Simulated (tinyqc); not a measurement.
Which input was changed? Model: four-point probe, van der Pauw, Hall and spreading-resistance readings of a semiconductor layer. Computed by tinyqc, a small Python program. Command: `OMP_NUM_THREADS=1 python tinyqc.py 3113654 3113655 out.jsonl probe which`. One thread of a shared host (Intel(R) Xeon(R) Processor @ 2.30GHz), about 0.1 s of CPU time with the checks.

The layer is uniform and ohmic; contacts are points unless a radius is given.

Inputs (values chosen for the exercise, modelled on p-type silicon): carrier density n = 3.1e+15 1/cm^3; drift mobility mu = 440 cm^2/(V s); layer thickness t = 250 micrometre; probe spacing s = 0.635 mm; current I = 0.04 mA; radius a of the spreading-resistance contact = 1 micrometre.

Backing of the layer: conducting.

Constants: e = 1.602176634e-19 C.

Method:
- rho = 1/(e n mu); R_s = rho/t.
- Collinear probes with equal spacing on a layer with conducting backing: images at depth 2 m t give V = (rho I/(2 pi s)) G, G = 1 + 4 sum_(m>=1) (-1)^m [1/sqrt(1 + (2 m u)^2) - 1/sqrt(4 + (2 m u)^2)], u = t/s; the sum runs to m = 20000, with the last term halved.
- Limits: thick, rho = 2 pi s V/I; thin on an insulator, rho = (pi/ln 2) t V/I.
- Flat disc contact with the current density of a half-space: R = (rho/(4 a)) c, c = (4/pi) int_0^infinity K(x t/a) sin(x) J1(x)/x^2 dx for a conducting backing, K = tanh, with the voltage averaged over the disc; c tends to 1 for t >> a.

Task: One of these inputs alone was changed, within the range given: drift mobility mu (220 to 880); layer thickness t (125 to 500); current I (0.02 to 0.08); radius a of the spreading-resistance contact (0.5 to 2). Which one, and to what value?

Results:
```
run     spreading resistance (ohm)  rho by the thin formula (ohm cm)  voltage V (mV)
before                    11419.52                         0.1470848      0.05192343
after                      9699.98                         0.1249369      0.04410484
```

Result:

Each candidate set to reproduce spreading resistance, and what it then gives:
```
candidate                                                  range searched  value needed  rho by the thin formula (ohm cm)  voltage V (mV)
drift mobility mu (cm^2/(V s))                                 220 to 880         518.0                           0.12494        0.044105
layer thickness t (micrometre)                                 125 to 500  out of reach                                 -               -
current I (mA)                                               0.02 to 0.08     no effect                                 -               -
radius a of the spreading-resistance contact (micrometre)        0.5 to 2         1.177                           0.14708        0.051923
```

Only drift mobility mu fits every result: it went from 440 to 518 cm^2/(V s). The next best candidate, radius a of the spreading-resistance contact, misses one result by 18 %.
